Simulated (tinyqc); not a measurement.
# Electromigration in a confined line: Blech product, Korhonen stress evolution and Black's law, step by step

A worked calculation. Computed by tinyqc, a small Python program that keeps every step. Command: `OMP_NUM_THREADS=1 python tinyqc.py 3023203 3023204 out.jsonl emigr walk`. One thread of a shared host (Intel(R) Xeon(R) Processor @ 2.30GHz), about 0.02 s of CPU time with the checks. Intermediate numbers are printed to about 6 digits and carried at full precision; extremes and crossings named in words are read from the listed rows.

The electron wind pushes atoms from the cathode (x = 0) to the anode (x = L); blocking ends build a back stress (tension positive). The input rho is taken not to change with temperature. d sigma/dt = d/dx [kappa (d sigma/dx + G)], with zero flux at both ends and sigma = 0 at t = 0.

Inputs (values chosen for the exercise, close to those used for aluminium lines):
```
quantity,value,unit
resistivity rho,3.21,micro-ohm cm
atomic volume Omega,16.6,angstrom^3
effective charge number Z*,3.6,-
prefactor D0,8.7e-08,m^2/s
activation energy E,0.725,eV
effective modulus B,33,GPa
critical stress sigma_c,480,MPa
current density j,2,MA/cm^2
line length L,75,um
test temperature T,210,C
"time as a fraction of L^2/kappa, s",0.15,-
use temperature T_u,85,C
use current density j_u,0.26,MA/cm^2
current exponent n,1.2,-
```

Start: stress-free.

Constants: e = 1.602176634e-19 C; k_B = 8.617333262e-05 eV/K; k_B = 1.380649e-23 J/K.

## Driving force and diffusivities

G = Z* e rho j/Omega; D = D0 exp(-E/(k_B T)); kappa = D B Omega/(k_B T); drift velocity of an unconfined line v = D Z* e rho j/(k_B T). SI: 1 micro-ohm cm = 1e-8 ohm m, 1 MA/cm^2 = 1e10 A/m^2. Temperatures in kelvin are T(C) + 273.15.

stress gradient G = 22.3069 MPa/um

diffusivity D = 2.38223e-15 m^2/s

kappa = 1.95632e-13 m^2/s

drift velocity = 476.068 nm/h

## Steady state and Blech product

At steady state sigma(x) = G (L/2 - x). A void forms only if the cathode stress reaches sigma_c, that is if j L exceeds (j L)_c = 2 Omega (sigma_c)/(Z* e rho). Time scale tau = L^2/kappa.

steady cathode stress = 836.510 MPa

j L = 15000 A/cm

critical product (j L)_c = 8607.19 A/cm

tau = 7.98693 h

j L is 1.74 times the critical product: the line can fail. Caution: a steady stress above sigma_c is formal, since a void forms first.

## Series terms at the cathode

sigma(x, t) = G L [1/2 - x/L - 4 sum_(m odd) cos(m pi x/L) exp(-m^2 pi^2 s)/(m pi)^2], s = t/tau, summed to m = 399. The terms at x = 0 are 4 exp(-m^2 pi^2 s)/(m pi)^2; tau = L^2/kappa.

terms for m = 1, 3, 5, 7: [0.0922174, 7.36195e-08, 1.36817e-18, 2.58911e-34]

cathode stress at time s = 682.228 MPa

time t = 1.19804 h

Caution: the stress exceeds sigma_c: a void would already have formed and relaxed it, so the value is formal.

## Stress along the line

Steady state: G L (1/2 - x/L). Take x/L = 0, 0.1, 0.2, 0.3, 0.4, 0.6, 0.8 and 1.

Stress (MPa):
```
x/L,at time s,steady state
0.0,682.228,836.510
0.1,522.477,669.208
0.2,377.090,501.906
0.3,243.920,334.604
0.4,119.626,167.302
0.6,-119.626,-167.302
0.8,-377.090,-501.906
1.0,-682.228,-836.510
```

Caution: stresses above sigma_c are formal, since a void forms first.

## Finite line against the semi-infinite law

Semi-infinite line: sigma(0, t) = 2 G L sqrt(s/pi). One-term form: keep m = 1 alone.

Cathode stress (MPa):
```
s,t (h),full series,semi-infinite,one term
0.002,1.59739e-02,84.425,84.43,171.713
0.005,3.99346e-02,133.488,133.49,191.109
0.01,7.98693e-02,188.780,188.78,222.185
0.02,1.59739e-01,266.975,266.98,279.920
0.05,3.99346e-01,421.674,422.13,422.562
0.1,7.98693e-01,583.785,596.98,583.796
0.2,1.59739e+00,742.321,844.25,742.321
0.4,3.19477e+00,823.426,1193.95,823.426
0.8,6.38954e+00,836.257,1688.50,836.257
```

Among these rows the semi-infinite law holds to 1 % up to s = 0.05 and the one-term form from s = 0.05 on: the far end is felt once sqrt(kappa t) is no longer small against L, and by then the terms with m > 1 have nearly died out. The critical stress 480 MPa is passed between s = 0.05 and 0.1. Caution: rows beyond sigma_c are formal, since a void ends the model there.

## Time to nucleate a void

Solve sigma(0, t) = sigma_c for s; the semi-infinite estimate is t = (pi/kappa) ((sigma_c)/(2 G))^2.

nucleation time = 0.520752 h

semi-infinite estimate = 0.516357 h

The two agree: the void nucleates before the far end is felt, so the time scales as 1/j^2 and not with L.

## Extrapolation by Black's law

Median life t50 = A j^(-n) exp(E/(k_B T)); acceleration factor = t50(use)/t50(test) = (j/j_u)^n exp[(E/k_B)(1/T_u - 1/T)].

current factor = 11.5683

temperature factor = 435.958

acceleration factor = 5043.27

At the use current j_u L lies below the critical product, where Black's law does not apply: the line would not fail by this mechanism. Caution: j_u L lies below the critical product, so the acceleration factor is formal: at use the line would not void.

Checks made by the program: series against a 200-cell finite-volume solution (on the scale of G L) (relative difference 2e-06).
